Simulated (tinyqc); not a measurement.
Trap in a gate oxide as a short-range spherical well: sweeps and comparisons. A value that a table varies takes the place of the one given here.

A spherical well of radius R and depth V0 below the conduction edge, one mass m, c = hbar^2/2m0. The s level at binding Et solves k cot(k R) = -kappa with k = sqrt(m (V0 - Et)/c), kappa = sqrt(m Et/c); it exists for V0 > Vc = c (pi/2R)^2/m. Outside, psi falls as exp(-kappa r)/r.

Lucovsky model (delta well, plane-wave final states, no local-field factor): sigma = (32 pi alpha c/(3 n_r m Et)) (x - 1)^(3/2)/x^3, x = h nu/Et, c = hbar^2/2m0; 1 angstrom^2 = 1e-16 cm^2.

Energies from the conduction edge of the channel. The trap level at depth x is E_T = dEc - Et - e Fox x (1 MV/cm = 0.01 eV/angstrom). An electron at the channel edge tunnels with the WKB exponent S = (4/3) sqrt(m/c) [dEc^(3/2) - (dEc - e Fox x)^(3/2)]/(e Fox), c = hbar^2/2m0; tau = t0 exp(S); the occupation is f = 1/(1 + exp((E_T - EF)/kB T)), tau_c = tau/f and tau_e = tau/(1 - f). Lattice relaxation is left out; a level below the channel edge needs phonons as well, so tau is then a lower bound, while a level above it can also empty elastically at its own energy, through a thinner barrier, faster than this tau.

Constants: hbar^2/2m0 = 3.80998211 eV angstrom^2; fine-structure constant alpha = 0.007297352564; kB = 8.617333262e-05 eV/K.

Parameters, chosen for this exercise (near those of Al2O3 on GaAs; not measured data): R = 4.4 angstrom (radius of the well); m = 0.305 m0 (mass); fV = (1.03, 1.09, 1.27, 1.5, 1.99, 3.19, 6.42) (V0/Vc); n_r = 1.72 (refractive index); xs = (1.1, 1.19, 1.6, 1.86, 2.05, 2.67, 4.76, 6.26) (photon energies h nu/Et); dEc = 1.94 eV (conduction offset to the channel); Fox = 4.4 MV/cm (oxide field, lowering levels away from the channel); t0 = 23 x 1e-11 s (time constant at the interface); T = 400 K (temperature); EF = 0.1 eV (Fermi level above the channel edge); ds = (2, 5, 8, 11, 14, 17, 20) angstrom (depths); V0 = 4.47 eV (depth of the well); x = 12 angstrom (depth of the trap).

## From threshold to a deep level

Et against the depth at fixed R; near threshold Et = (pi^2/16)(V0 - Vc)^2/Vc.

Results:

| V0/Vc | V0 (eV) | Et (eV) | threshold form (eV) | 1/kappa (angstrom) | share outside |
|---|---|---|---|---|---|
| 1.03 | 1.640 | 0.0008649 | 0.0008839 | 120.2 | 0.964 |
| 1.09 | 1.735 | 0.007464 | 0.007955 | 40.9 | 0.899 |
| 1.27 | 2.022 | 0.05990 | 0.07159 | 14.4 | 0.744 |
| 1.50 | 2.388 | 0.1808 | 0.2455 | 8.3 | 0.604 |
| 1.99 | 3.168 | 0.5673 | 0.9625 | 4.7 | 0.424 |
| 3.19 | 5.079 | 1.883 | 4.710 | 2.6 | 0.232 |
| 6.42 | 10.221 | 6.279 | 28.85 | 1.4 | 0.094 |

What can be read from the table?

The threshold form holds to 10 % up to V0/Vc = 1.09 of those listed. There the state is mostly outside the well (96 % in the first row) and knows only Et, which is why a delta-well model works; more than half is inside from V0/Vc = 1.99 on. A second s level would need V0/Vc > 9.

## Neutral against charged centre

Et = 1.42770 eV

Lucovsky cross-section, its shape relative to the peak, and the shape of a hydrogen-like centre relative to threshold: x^-4 exp(4 - 4 atan(e)/e)/(1 - exp(-2 pi/e)), e = sqrt(x - 1).

Results:

| x | h nu (eV) | sigma (1e-18 cm^2) | relative to peak | hydrogen-like |
|---|---|---|---|---|
| 1.10 | 1.570 | 2.96 | 0.190 | 0.775 |
| 1.19 | 1.699 | 6.11 | 0.393 | 0.626 |
| 1.60 | 2.284 | 14.1 | 0.908 | 0.277 |
| 1.86 | 2.656 | 15.4 | 0.992 | 0.182 |
| 2.05 | 2.927 | 15.5 | 0.999 | 0.138 |
| 2.67 | 3.812 | 14.1 | 0.907 | 0.064 |
| 4.76 | 6.796 | 8.41 | 0.541 | 0.012 |
| 6.26 | 8.937 | 6.12 | 0.393 | 0.005 |

How do the results move?

The short-range centre starts from zero, reaches half its peak at x = 1.24 and peaks at x = 2; in the last row it still has 39 % of the peak. The Coulomb centre is largest at threshold and is down to 0.5 % there. Reading the peak as the threshold would misplace the level by a factor 2, here 1.43 eV. Rows above the gap, about 6.5 eV, are hidden by band-to-band absorption.

## Depth of the trap

Each depth has its own level and time; the corner frequency is 1/(2 pi tau).

Results:

| x (angstrom) | E_T (eV) | S | tau (s) | corner (Hz) | f |
|---|---|---|---|---|---|
| 2 | 0.424 | 1.56 | 1.1e-09 | 1.5e+08 | 0.000 |
| 5 | 0.292 | 3.83 | 1.1e-08 | 1.5e+07 | 0.004 |
| 8 | 0.160 | 6.01 | 9.4e-08 | 1.7e+06 | 0.148 |
| 11 | 0.028 | 8.10 | 7.6e-07 | 2.1e+05 | 0.889 |
| 14 | -0.104 | 10.11 | 5.6e-06 | 2.8e+04 | 0.997 |
| 17 | -0.236 | 12.01 | 3.8e-05 | 4.2e+03 | 1.000 |
| 20 | -0.368 | 13.81 | 0.00023 | 7.0e+02 | 1.000 |

What does this show?

tau spans 5.3 decades, one decade for each 3.04 angstrom at the start and 3.84 at the end, where the field has thinned the barrier. Traps spread evenly in depth are thus spread nearly evenly in ln tau; if levels near EF exist at every depth, this sums to 1/f noise and to charging that grows as ln t. With the single Et of this table only depths where f is neither 0 nor 1 contribute. The level crosses EF between 8 and 11 angstrom.

## What each parameter does

Et from the well, then the level and the time. Each row changes one parameter from the base and keeps the others.

Results:

| case | Et (eV) | E_T (eV) | log10 tau (s) | ln(tau_c/tau_e) |
|---|---|---|---|---|
| base | 1.428 | -0.016 | -5.82 | -3.4 |
| x = 14 angstrom | 1.428 | -0.104 | -5.25 | -5.9 |
| Fox = 5.4 MV/cm | 1.428 | -0.136 | -5.90 | -6.8 |
| dEc = 1.78 eV | 1.428 | -0.176 | -6.01 | -8.0 |
| m = 0.336 m0 | 1.602 | -0.190 | -5.64 | -8.4 |
| V0 = 4.69 eV | 1.589 | -0.177 | -5.82 | -8.0 |
| T = 450 K | 1.428 | -0.016 | -5.82 | -3.0 |
| EF = 0.15 eV | 1.428 | -0.016 | -5.82 | -4.8 |

What does this show?

The largest shifts from the base row, up to three for each result and ties (the steps differ in size, so this ranks the rows, not the parameters). Et (eV): m +0.175, V0 +0.162; unchanged at the printed digits by x, Fox, dEc, T and EF. E_T (eV): m -0.175, V0 -0.162, dEc -0.160; unchanged at the printed digits by T and EF. log10 tau (s): x +0.57, m +0.19, dEc -0.19; unchanged at the printed digits by V0, T and EF. ln(tau_c/tau_e): m -5.1, V0 -4.7, dEc -4.6.

(tinyqc, `OMP_NUM_THREADS=1 python tinyqc.py 1252126 1252127 out.jsonl`, Intel(R) Xeon(R) Processor @ 2.30GHz, 1 thread, shared host, about 0.01 s.)
